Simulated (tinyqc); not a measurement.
Two-sublattice mean-field magnet: ferrimagnet, compensation points and susceptibility: one step, computed by the program tinyqc.

A random alloy A(1-x)B(x) with H = -sum over pairs J S_i.S_j. a = <S_A> and b = <S_B> are taken along z, a > 0. Exchange fields: h_A = (1 - x) zJ_AA a + x zJ_AB b, h_B = (1 - x) zJ_AB a + x zJ_BB b; a = S_A B_(S_A)(S_A h_A/(k_B T)) and likewise for b, with the Brillouin function B_S(y) = [(2S + 1)/(2S)] coth[(2S + 1) y/(2S)] - [1/(2S)] coth[y/(2S)].

Question. First step. Start from a = S_A, b = -S_B and apply the equations once.

Inputs (values chosen for the exercise, for a model ferrimagnet):
```
quantity               value  unit
spin S_A                 1.5     -
spin S_B                 1.5     -
fraction x of B sites    0.4     -
z J_AA                  32.7   meV
z J_BB                   1.6   meV
z J_AB                   -12   meV
```

T = 244.0102 K

Constants: k_B = 8.617333262e-05 eV/K.

Give: h_A; h_B; new a; new b.

Answer.

h_A = 36.63 meV

h_B = -11.76 meV

new a = 1.291

new b = -0.6437
